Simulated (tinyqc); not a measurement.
# Thin film between two gates, subbands and threshold shift from confinement: effects of single changes

Undoped body with a flat potential across it, hard walls, transport along x. Three valley pairs (g = 2 each) with the longitudinal mass along x, y or z. Non-parabolicity enters the subband edges through E (1 + al E) = gamma, so E = 2 gamma/(1 + sqrt(1 + 4 al gamma)); motion within a subband is taken as parabolic with the band-edge mass. Energies are counted from the bulk band edge.

Parameters, values chosen for the exercise; masses close to those of silicon:
- T = 300 K (temperature)
- ml = 0.916 m0 (longitudinal mass)
- mt = 0.189 m0 (transverse mass)
- al = 0.5 1/eV (non-parabolicity)
- t = 8.1 nm (film thickness (along z))
- dl = 0 nm (widening of the box by penetration into the insulator)
- Cg = 3 uF/cm^2 (gate capacitance per area of interface)

Constants: q = 1.602176634e-19 C, kB = 1.380649e-23 J/K, hbar = 1.054571817e-34 J s, m0 = 9.1093837015e-31 kg, Vt = kB T/q, hbar^2/(2 m0) = 0.0380998212 eV nm^2. Results are converted to the units shown.

Each table varies one quantity; the others keep the values above.

## Confinement against the film thickness

gamma = C (pi k/(t + dl))^2/mz, C = hbar^2/(2 m0). Each subband has N_k = g sqrt(mx my) m0 kB T/(pi hbar^2); without degeneracy n = exp(EF/Vt) sum N_k exp(-E_k/Vt). Classical value Nc times t, Nc = sum over valleys of 2 g (m m0 kB T/(2 pi hbar^2))^1.5 with m = (mx my mz)^(1/3). Threshold shift dVT = Vt ln(classical value/sum N_k exp(-E_k/Vt)). With degeneracy n = sum N_k F((EF - E_k)/Vt), F(x) = ln(1 + exp(x)); gate: Vg = EF + q n/(Cg P), P = 2 (both faces), summed over the 60 lowest subbands at most, with Vg counted from the value that would put EF at the bulk band edge of an empty body. The last two columns are for Vg = 0.7 V; sensitivity d(dVT)/dt by central differences between 0.99 and 1.01 times the value.

Confinement against the film thickness:
```
t (nm)	E_1 (meV)	gap to the next edge (meV)	dVT (mV)	sensitivity (mV/nm)	n/P (cm^-2)	share of the lowest subband (%)
2	97.84	251.6	105.3	-80.59	9.121e12	99.84
2.7	54.81	149.6	69.87	-30.65	9.950e12	90.53
3.6	31.19	88.37	51.60	-14.33	1.092e13	62.60
4.7	18.41	53.35	38.35	-10.40	1.164e13	42.23
6.3	10.29	30.26	25.27	-6.054	1.218e13	28.86
8.4	5.801	17.21	16.52	-2.786	1.253e13	20.89
11	3.387	10.09	11.48	-1.349	1.280e13	15.57
15	1.823	5.449	7.795	-0.6290	1.306e13	11.12
20	1.026	3.071	5.538	-0.3243	1.326e13	8.176
```

Read the table: what changes, and by how much?

As t grows from 2 to 20 nm, E_1 falls from 97.8 to 1.03 meV and dVT falls from 105 to 5.54 mV. E_1 goes as t^(-1.93) at the thin end (-2 for a parabolic band without penetration); a thickness error of 0.2 nm moves the threshold by 16 mV in the first row and 0.065 mV in the last. The charge per interface area rises from 9.12e12 to 1.33e13 cm^-2. For t = 2, 2.7 the body is too thin for bulk effective masses to be reliable. In every row the charge in the last two columns would bend the potential across the body by some 30 mV or more, which is left out.

## Charge and subband filling against gate voltage

Same model as above.

Each subband has N_k = g sqrt(mx my) m0 kB T/(pi hbar^2). Cq = q dn/dEF.

Results:
```
Vg (V)	EF - E_1 (eV)	n (cm^-2)	n/P (cm^-2)	share of the lowest subband (%)	Cq/(Cg P)	total C/(Cg P)
-0.14	-0.1475	4.761e10	2.381e10	28.47	0.04913	0.04683
-0.02	-0.06120	1.309e12	6.546e11	27.94	1.319	0.5687
0.11	-0.02561	4.845e12	2.422e12	26.61	4.582	0.8208
0.23	-0.008590	8.701e12	4.351e12	25.37	7.726	0.8854
0.36	0.004095	1.309e13	6.547e12	24.17	10.88	0.9158
0.61	0.02143	2.181e13	1.090e13	22.30	16.10	0.9415
0.73	0.02803	2.605e13	1.303e13	21.55	18.25	0.9480
0.86	0.03444	3.068e13	1.534e13	20.84	20.35	0.9532
```

Estimate the missing row, Vg = 0.48 V.

Computed row:
```
Vg (V)	EF - E_1 (eV)	n (cm^-2)	n/P (cm^-2)	share of the lowest subband (%)	Cq/(Cg P)	total C/(Cg P)
0.48	0.01320	1.725e13	8.624e12	23.21	13.52	0.9311
```

With this row back in the table: EF passes E_1 = 0.00624 eV at Vg = 0.314 V. The share of the lowest subband falls from 28.5 to 20.8 % and the total capacitance rises from 0.0468 to 0.953 of Cg P. Between the last two rows 4.9 % of the added gate voltage goes into raising EF. For Vg = 0.11, 0.23, 0.36, 0.48, 0.61, 0.73, 0.86 the charge would bend the potential across the body by some 30 mV or more, which is left out.

Computed by the program tinyqc: `OMP_NUM_THREADS=1 python tinyqc.py 2350124 2350125 out.jsonl`, one thread of a shared Intel Xeon 2.30GHz, about 0.06 s for the whole run.
